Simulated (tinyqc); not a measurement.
Raising U: Hubbard chain of 4 sites, mean field against exact. Computed by the program tinyqc. Collinear unrestricted mean field (the lowest of 40 random starts) against exact diagonalisation.

one-body matrix (hopping and site energies) (eV):
```
         1        2        3        4
1  -0.4400  -1.5400   0.0000   0.0000
2  -1.5400  -0.4900  -1.5400   0.0000
3   0.0000  -1.5400   0.4700  -1.5400
4   0.0000   0.0000  -1.5400   0.4900
```

electrons, up and down: 2  2

Exact and mean-field results (eV):
```
U            U/t    E exact  E mean field  mean |n_up - n_down|  double occupancy, exact  first gap in the sector
0.7700    0.5000  -6.186020     -6.148024                0.0000                   0.2270                   1.5635
1.5400    1.0000  -5.525755     -5.373281                0.0000                   0.2018                   1.4159
3.0800    2.0000  -4.431031     -3.862300                0.3786                   0.1546                   1.1709
4.6200    3.0000  -3.604281     -2.832839                0.6883                   0.1154                   0.9754
6.1600    4.0000  -2.989292     -2.192625                0.8166                   0.0858                   0.8214
12.3200   8.0000  -1.692539     -1.114939                0.9532                   0.0313                   0.4768
18.4800  12.0000  -1.153488     -0.737079                0.9792                   0.0152                   0.3287
30.8000  20.0000  -0.691822     -0.431376                0.9925                   0.0057                   0.2008
```

Estimate the missing row, U = 9.24.

Computed row:
```
U          U/t    E exact  E mean field  mean |n_up - n_down|  double occupancy, exact  first gap in the sector
9.2400  6.0000  -2.179675     -1.485539                0.9170                   0.0497                   0.6088
```

In absolute terms mean field is worst at U/t = 4.0, 0.797 eV too high: at small U it is nearly exact, and at large U it misses only exchange-scale energies. Its local moments set in at U/t = 2.0 of those listed, a broken symmetry that the exact state of a finite cluster with equal spins does not have. Relative to the exact energy its error is 0.6 % at the smallest U, 38 % at most and 38 % at the largest. The double occupancy falls from 0.227 to 0.006.
